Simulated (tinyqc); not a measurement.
Choosing the offset: vacuum evaporation: vapour pressure, source flux, thickness distribution, purity and step coverage. Computed by tinyqc, a small Python program. Command: `OMP_NUM_THREADS=1 python tinyqc.py 3113330 3113331 out.jsonl evap walk`. One thread of a shared host (Intel(R) Xeon(R) Processor @ 2.30GHz), about 0.01 s of CPU time with the checks.

Molecular flow, unit sticking of the metal, no re-evaporation. The background gas is taken as water vapour (18.015 g/mol, collision diameter 0.37 nm) at 300 K.

Inputs (values chosen for the exercise, modelled on aluminium, with constants for the liquid): directionality n = 1; source-to-wafer distance h = 61 cm; wafer radius R = 5 cm.

Method. Rotating wafer, source offset by s and facing upwards: thickness at radius r is the mean over the angle a of (1 + (r^2 + s^2 - 2 r s cos a)/h^2)^(-(n + 3)/2), by 360 equal steps; non-uniformity (max - min)/(max + min) over 21 radii from 0 to R. The curvature at the centre vanishes at s/h = sqrt(2/(n + 3)).

Against the offset:

| s/h | centre thickness | edge over centre | non-uniformity (%) |
|---|---|---|---|
| 0.0 | 1.0000 | 0.9867 | 0.66961 |
| 0.2 | 0.9246 | 0.9887 | 0.57031 |
| 0.4 | 0.7432 | 0.9932 | 0.34023 |
| 0.5 | 0.6400 | 0.9957 | 0.21631 |
| 0.6 | 0.5407 | 0.9979 | 0.10333 |
| 0.7 | 0.4504 | 0.9998 | 0.00772 |
| 0.8 | 0.3718 | 1.0014 | 0.06839 |
| 0.9 | 0.3052 | 1.0025 | 0.12580 |
| 1.1 | 0.2047 | 1.0039 | 0.19442 |

What does the comparison show, and why?

The best row, s/h = 0.7, has 0.0077 % against 0.67 % on the axis, at the price of a rate lower by a factor 2.22; the small-wafer optimum is sqrt(2/(n + 3)) = 0.71.

Extremes, crossings and ranges named in words are read from the listed rows.
